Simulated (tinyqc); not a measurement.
Donor level screened by free carriers (Yukawa potential): one step. Units and screening length. Five cases, with inputs chosen for the exercise.

Problem. Give Ry* = Ry m/eps^2, a* = a0 eps/m, EF, the three values of ks, and x = ks a*.

Screening wave number: Debye ks^2 = 4 pi q n/(eps kB T); Thomas-Fermi ks^2 = 6 pi q n/(eps EF) with EF = c (3 pi^2 n/gv)^(2/3)/m, c = hbar^2/2m0; the two are joined by 1/ks^2 = sqrt(1/ks_D^4 + 1/ks_TF^4). 1e18/cm^3 = 1e-6/angstrom^3, q = e^2/(4 pi eps0).

Constants: e^2/(4 pi eps0) = 14.39964547 eV angstrom; kB = 8.617333262e-05 eV/K; hbar^2/2m0 = 3.80998211 eV angstrom^2; Ry = 13.60569312 eV; a0 (Bohr radius) = 0.5291772105 angstrom.

Case 1.

Values chosen (near those of a donor in Si, with one mean mass; the results hold for these values, not for the real material):
- m = 0.301 m0 (mass)
- eps = 11.5 (dielectric constant)
- gv = 6 (valleys)
- T = 77 K (temperature)
- n = 0.11 x 1e18/cm^3 (free-carrier density)

Case 2.

Values chosen (near those of a donor in Si, with one mean mass; the results hold for these values, not for the real material):
- m = 0.325 m0 (mass)
- eps = 11.8 (dielectric constant)
- gv = 6 (valleys)
- T = 300 K (temperature)
- n = 1.2 x 1e18/cm^3 (free-carrier density)

Case 3.

Values chosen (near those of a donor in GaAs, with one mean mass; the results hold for these values, not for the real material):
- m = 0.064 m0 (mass)
- eps = 12.9 (dielectric constant)
- gv = 1 (valleys)
- T = 200 K (temperature)
- n = 0.018 x 1e18/cm^3 (free-carrier density)

Case 4.

Values chosen (near those of a donor in Si, with one mean mass; the results hold for these values, not for the real material):
- m = 0.315 m0 (mass)
- eps = 11.4 (dielectric constant)
- gv = 6 (valleys)
- T = 300 K (temperature)
- n = 0.95 x 1e18/cm^3 (free-carrier density)

Case 5.

Values chosen (near those of a donor in Ge, with one mean mass; the results hold for these values, not for the real material):
- m = 0.165 m0 (mass)
- eps = 15.9 (dielectric constant)
- gv = 4 (valleys)
- T = 77 K (temperature)
- n = 0.008 x 1e18/cm^3 (free-carrier density)

Give: Ry*; a*; EF; ks: Debye, Thomas-Fermi, joined; x.

Solution.

Case 1.

Ry* = 30.966 meV
a* = 20.22 angstrom
EF = 0.84 meV

ks: Debye, Thomas-Fermi, joined (1/angstrom): 0.01615  0.05552  0.01612

x = 0.3260

EF/kB T = 0.13, so the Debye value, the smaller one, controls the screening. n is an outside input: with a bare binding above 3 kB T many donors can hold their electrons at this temperature, the more so the higher n/Nc.

Case 2.

Ry* = 31.757 meV
a* = 19.21 angstrom
EF = 3.84 meV

ks: Debye, Thomas-Fermi, joined (1/angstrom): 0.02668  0.08481  0.02661

x = 0.5114

EF/kB T = 0.15, so the Debye value, the smaller one, controls the screening.

Case 3.

Ry* = 5.233 meV
a* = 106.66 angstrom
EF = 3.91 meV

ks: Debye, Thomas-Fermi, joined (1/angstrom): 0.00383  0.00984  0.00381

x = 0.4059

EF/kB T = 0.23, so the Debye value, the smaller one, controls the screening.

Case 4.

Ry* = 32.978 meV
a* = 19.15 angstrom
EF = 3.39 meV

ks: Debye, Thomas-Fermi, joined (1/angstrom): 0.02415  0.08171  0.02411

x = 0.4617

EF/kB T = 0.13, so the Debye value, the smaller one, controls the screening.

Case 5.

Ry* = 8.880 meV
a* = 50.99 angstrom
EF = 0.35 meV

ks: Debye, Thomas-Fermi, joined (1/angstrom): 0.00370  0.01973  0.00370

x = 0.1888

EF/kB T = 0.05, so the Debye value, the smaller one, controls the screening.

Computed by tinyqc, one run a case: `OMP_NUM_THREADS=1 python tinyqc.py N N+1 out.jsonl` with N = 1280117, 1280174, 1280186, 1280282, 1280401; one thread of a shared Intel(R) Xeon(R) Processor @ 2.30GHz, about 0.03 s a run at most.
